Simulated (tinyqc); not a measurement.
# Tunnelling through a two-layer gate stack, WKB transmission and Tsu-Esaki current: current against voltage

Electrons leave the emitter at x = 0. Energies E (motion across the layers) are in eV from the emitter Fermi level; the collector Fermi level lies at -V and offers states at every E. No charge in the dielectric and no image force: F1 = V/(t1 + t2 eps1/eps2), F2 = F1 eps1/eps2; U = phi1 - F1 x in layer 1 and phi2 - F1 t1 - F2 (x - t1) in layer 2. With C = hbar^2/(2 m0), kappa = sqrt(m (U - E)/C) where U > E and 0 elsewhere; T(E) = exp(-S), S = 2 times the integral of kappa over x.

Each layer adds (2/F) sqrt(m/C) [G(u at its left edge) - G(u at its right edge)] to S, with u = U - E (0 where negative) and G(u) = (2/3) u^1.5. J = J0 times the integral of T(E) N(E) dE, N = ln[(1 + exp(-E/Vt))/(1 + exp((-E - V)/Vt))], J0 = q^2 me m0 kB T/(2 pi^2 hbar^3) (times 1e-4 for A/cm^2 per eV), from E = -Ef to far above the barrier (T = 1 there), by quadrature converged to the digits shown.

Parameters, values chosen for the exercise; layer 1 close to silicon dioxide, layer 2 close to hafnium oxide:
```
symbol,value,unit,meaning
T,300,K,temperature
Ef,2.6,eV,Fermi energy of the emitter above its band bottom
me,0.41,m0,emitter mass in the supply function
phi1,3.24,eV,barrier of layer 1 above the emitter Fermi level at zero bias
m1,0.49,m0,tunnelling mass of layer 1
t1,0.6,nm,thickness of layer 1
eps1,3.9,,relative permittivity of layer 1
phi2,1.43,eV,barrier of layer 2 at zero bias
m2,0.19,m0,tunnelling mass of layer 2
t2,3.8,nm,thickness of layer 2
eps2,21.4,,relative permittivity of layer 2
```

Constants: q = 1.602176634e-19 C, kB = 1.380649e-23 J/K, hbar = 1.054571817e-34 J s, m0 = 9.1093837015e-31 kg, Vt = kB T/q, hbar^2/(2 m0) = 0.0380998212 eV nm^2. Results are converted to the units shown.

Current against voltage:
```
V (V)  S at E = 0   T(E = 0)  J (A/cm^2)  mean E of the current (eV)
0.2         26.92  2.041e-12    1.723e-4                     -0.1820
0.49        25.16  1.179e-11    0.001075                     -0.2093
0.77        23.29  7.700e-11    0.006080                     -0.1970
1.06        21.06  7.161e-10     0.04550                     -0.1703
1.35        18.27   1.166e-8      0.5329                     -0.1247
1.64        14.31   6.082e-7       18.53                    -0.07287
1.92        11.54   9.781e-6       393.9                    -0.09955
2.21        9.551   7.115e-5        4056                     -0.1346
2.5         8.186   2.785e-4     2.312e4                     -0.1720
```

What does the table show?

J rises from 1.72e-4 to 23100 A/cm^2, by 2.74 decades a volt between the first two rows and 2.61 between the last two. From V = 1.64 V on (among the rows) a band edge falls below the emitter Fermi level, so electrons at E = 0 no longer cross the full thickness. In 5 of the 9 rows the field exceeds 10 MV/cm (up to 19.3), more than most dielectrics sustain; the model ignores breakdown. In every row a layer is thinner than 0.8 nm, a few atomic planes, where an effective mass is a rough description.

Program tinyqc, `OMP_NUM_THREADS=1 python tinyqc.py 2540042 2540043 out.jsonl`; Intel Xeon 2.30GHz, shared host, one thread, about 0.03 s.
